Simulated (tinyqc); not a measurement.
Octagonal on-chip spiral inductor, lumped pi model: two steps of the calculation.

Outer diameter do = di + 2 n wd + 2 (n - 1) sp, mean da = (do + di)/2, fill p = (do - di)/(do + di), length l = 3.314 n da. L = 2.25 mu0 n^2 da/(1 + 3.55 p), mu0 = 4 pi 1e-7 H/m. Rs = rho l/(wd delta (1 - exp(-th/delta))), delta = sqrt(rho/(pi f mu0)). Cs = n wd^2 eps0 eo/hu across the coil. At each end Cox = l wd eps0 eo/(2 ho) leads to the substrate branch Rsi = 2 rs he/(l wd) in parallel with Csi = l wd eps0 11.7/(2 he). With one end grounded Y = 1/(Rs + i w L) + i w Cs + 1/[1/(i w Cox) + 1/(1/Rsi + i w Csi)], w = 2 pi f; Q = -Im Y/Re Y. Eddy currents in neighbouring turns and in the substrate are left out.

Parameters, values chosen for the exercise; values of the order met in silicon radio-frequency processes: number of turns n = 2.5; line width wd = 20 um; space between turns sp = 3 um; inner diameter di = 100 um; metal thickness th = 3.4 um; metal resistivity rho = 1.9 uohm cm; oxide below the coil ho = 6.7 um; oxide between coil and underpass hu = 1.3 um; relative permittivity of the oxide eo = 3; substrate resistivity rs = 10 ohm cm; effective spreading depth in the substrate he = 50 um; frequency f = 3.1 GHz.

Constants: eps0 = 8.8541878128e-12 F/m. Results are converted to the units shown.

Question 1. Geometry and model elements. do, l, L, delta, Rs, Cs, Cox, Rsi and Csi as defined.

Find: do; l; L; delta; Rs; Cs; Cox; Rsi; Csi.

Answer 1.

do = 209.0 um
l = 1280 um
L = 1.212 nH
delta = 1.246 um
Rs = 1.044 ohm
Cs = 20.43 fF
Cox = 50.75 fF
Rsi = 390.6 ohm
Csi = 26.52 fF

Question 2. Admittance, quality factor and apparent inductance. Series branch 1/(Rs + i w L), substrate branch, total Y, Q = -Im Y/Re Y, apparent inductance Im(1/Y)/w, metal-only value w L/Rs, share of the loss in the substrate Re(substrate branch)/Re Y.

L = 1.2122197 nH
Rs = 1.0441355 ohm
Cs = 20.432741 fF
Cox = 50.747678 fF
Rsi = 390.61508 ohm
Csi = 26.520737 fF

Wanted: series branch; substrate branch; Y; Q; apparent inductance; w L/Rs; share of the loss in the substrate.

Answer 2.

series branch = 1.87-42.27i mS
substrate branch = 0.2836+0.8217i mS
Y = 2.15-41.05i mS
Q = 19.07
apparent inductance = 1.247 nH
w L/Rs = 22.61
share of the loss in the substrate = 13.17 %

Q is 84.3 % of the metal-only value.

Numbers from tinyqc (`OMP_NUM_THREADS=1 python tinyqc.py 2302185 2302186 out.jsonl`; about 0.01 s on one thread of a shared Intel Xeon 2.30GHz).
